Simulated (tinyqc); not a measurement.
# Bandgap voltage reference from two bipolar transistors: effect of the offset of the amplifier

Two transistors of area 1 and N carry the same current I. Is(T) = Is (T/T0)^eta exp[(Vg0 q/kB)(1/T0 - 1/T)], VBE1 = Vt ln(I/Is(T)) + I rb, VBE2 = Vt ln(I/(N Is(T))) + I rb/N. The amplifier forces I R1(T) = VBE1 - VBE2 + Vos, with R(T) = R (1 + tc (T - T0)) for both resistors, and the output is Vref = VBE1 + I R2(T). Base currents and the Early effect are neglected.

Vt = kB T/q; I = (Vt ln N + Vos)/(R1(T) - rb (1 - 1/N)). Box coefficient: span of Vref between 233 and 398 K over its average over T and over 165 K. The last column is the R2 that gives zero slope at T0.

Parameters, values chosen for the exercise; values of the order met in silicon bipolar transistors: reference temperature T0 = 300 K; band-gap voltage extrapolated to 0 K Vg0 = 1.169 V; temperature exponent of the saturation current eta = 4.3; saturation current of the unit transistor at T0 Is = 2.6e-18 A; area ratio of the second transistor N = 24; resistor across which the difference of VBE falls, at T0 R1 = 3 kohm; temperature coefficient of both resistors tc = 0 ppm/K; series resistance of the unit transistor rb = 66 ohm; output resistor at T0 R2 = 16.78 kohm.

Constants: q = 1.602176634e-19 C, kB = 1.380649e-23 J/K. Results are converted to the units shown.

Results:

| Vos (mV) | I at T0 (uA) | Vref at T0 (V) | slope at T0 (uV/K) | box coefficient (ppm/K) | R2 for zero slope (kohm) |
|---|---|---|---|---|---|
| -5 | 26.27 | 1.217 | -24.12 | 33.86 | 17.04 |
| -3 | 26.95 | 1.229 | -24.23 | 33.58 | 17.04 |
| -1 | 27.64 | 1.241 | -24.29 | 33.28 | 17.04 |
| 1 | 28.32 | 1.253 | -24.29 | 32.96 | 17.04 |
| 3 | 29.00 | 1.265 | -24.24 | 32.62 | 17.04 |
| 5 | 29.68 | 1.277 | -24.14 | 32.27 | 17.04 |

Estimate the missing row, Vos = 0 mV.

Computed row:

| Vos (mV) | I at T0 (uA) | Vref at T0 (V) | slope at T0 (uV/K) | box coefficient (ppm/K) | R2 for zero slope (kohm) |
|---|---|---|---|---|---|
| 0 | 27.98 | 1.247 | -24.29 | 33.12 | 17.04 |

With this row back in the table: As Vos goes from -5 to 5, Vref rises from 1.217 to 1.277 V and the box coefficient falls from 33.9 to 32.3 ppm/K. Each mV of offset moves Vref by 6.05 mV, about R2/R1 = 5.59 plus the change of VBE1 with the current.

tinyqc, about 0.02 s, one thread, Intel Xeon 2.30GHz (shared host): `OMP_NUM_THREADS=1 python tinyqc.py 2062028 2062029 out.jsonl`
